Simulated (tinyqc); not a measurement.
## Fully depleted semiconductor-on-insulator film with two gates, non-linear Poisson equation by Newton steps: charge against front-gate voltage

One dimension across the film, front interface at x = 0, back interface at x = ts. psi is counted from the intrinsic level, n = ni exp(psi/Vt) (source grounded), holes neglected, acceptors ionised. Gates act through Cox = eps0 eox/tox and Cbox = 3.9 eps0/tb with potentials G1 = Vg - (phiM - chi - Vt ln(Nc/ni)) and G2 = Vb - (phiB - chi - Vt ln(Nc/ni)). Classical Boltzmann densities, no interface charge, no depletion in the back plane.

ni = sqrt(Nc Nv) exp(-Eg/(2 Vt)), Eg in volts. The Poisson equation eps0 eps_r d2psi/dx2 = q (n + Na), with -eps0 eps_r dpsi/dx = Cox (G1 - psi) at x = 0 and eps0 eps_r dpsi/dx = Cbox (G2 - psi) at x = ts, is solved on 300 equal intervals with half boxes at both ends; N_inv is the trapezoid sum of n. Swing = ln 10/(d ln N_inv/dVg); the last column is (dN_inv/dVb)/(dN_inv/dVg).

Parameters, values chosen for the exercise; band and dielectric values close to those of In0.53Ga0.47As: temperature T = 400 K; band gap Eg = 0.749 eV; relative permittivity eps_r = 14.1; conduction-band density of states at T Nc = 3.29e17 cm^-3; valence-band density of states at T Nv = 1.21e19 cm^-3; electron affinity chi = 4.53 eV; relative permittivity of the gate insulator (close to silicon dioxide) eox = 3.9; insulator thickness tox = 1.5 nm; film thickness ts = 6.6 nm; buried-oxide thickness (eps_r 3.9) tb = 12 nm; acceptor density of the film Na = 1e15 cm^-3; work function of the front gate phiM = 5.19 eV; work function of the back plane phiB = 5.23 eV; back-gate voltage Vb = 1.1 V.

Constants: q = 1.602176634e-19 C, kB = 1.380649e-23 J/K, Vt = kB T/q, eps0 = 8.8541878128e-14 F/cm where lengths are in cm. Results are converted to the units shown.

Result of one run:

| psi front (V) | psi back (V) | N_inv (cm^-2) | centroid/ts | swing (mV/decade) | q dN_inv/dVg over Cox | back/front leverage |
|---|---|---|---|---|---|---|
| 0.510 | 0.401 | 7.78e12 | 0.236 | 1.41e3 | 0.882 | 0.133 |

Which front-gate voltage Vg gave this result: 0.16, 0.46, 0.61 or 1.36 V?

Vg = 1.36 V.

The whole series:

| Vg (V) | psi front (V) | psi back (V) | N_inv (cm^-2) | centroid/ts | swing (mV/decade) | q dN_inv/dVg over Cox | back/front leverage |
|---|---|---|---|---|---|---|---|
| 0.16 | -0.0996 | 0.00761 | 9.64e6 | 0.725 | 97.3 | 1.59e-5 | 0.226 |
| 0.31 | 0.0357 | 0.125 | 3.38e8 | 0.695 | 97.0 | 5.59e-4 | 0.221 |
| 0.46 | 0.170 | 0.241 | 1.17e10 | 0.661 | 99.4 | 0.0189 | 0.214 |
| 0.61 | 0.293 | 0.337 | 2.39e11 | 0.606 | 152 | 0.251 | 0.202 |
| 0.76 | 0.375 | 0.378 | 1.13e12 | 0.506 | 331 | 0.547 | 0.176 |
| 0.91 | 0.428 | 0.391 | 2.50e12 | 0.405 | 566 | 0.708 | 0.155 |
| 1.06 | 0.464 | 0.397 | 4.13e12 | 0.329 | 830 | 0.798 | 0.144 |
| 1.21 | 0.490 | 0.400 | 5.91e12 | 0.275 | 1.12e3 | 0.850 | 0.137 |
| 1.36 | 0.510 | 0.401 | 7.78e12 | 0.236 | 1.41e3 | 0.882 | 0.133 |

N_inv passes 1e11 cm^-2 at Vg = 0.559 V. The swing starts at 97.3 mV a decade, against (1 + k) Vt ln 10 = 88.0 for a front channel with k = Cs Cbox/(Cox (Cs + Cbox)) = 0.108, Cs = eps0 eps_r/ts; above threshold this column is no longer a subthreshold swing. The centroid falls from 0.725 to 0.236 of ts and the leverage of the back gate falls from 0.226 to 0.133. For Vg = 0.61, 0.76, 0.91, 1.06, 1.21, 1.36 the density at an interface exceeds 0.3 Nc, where Boltzmann statistics fail. For Vg = 0.16, 0.31, 0.46, 0.61, 0.91, 1.06, 1.21, 1.36 the classical centroid lies within 3 nm of an interface, where confinement, left out, would push it away.

Range of the model: In so thin a film or at such density quantum confinement moves the charge away from the interfaces and raises the threshold.

tinyqc, about 0.3 s, one thread, Intel Xeon 2.30GHz (shared host): `OMP_NUM_THREADS=1 python tinyqc.py 2190001 2190002 out.jsonl`
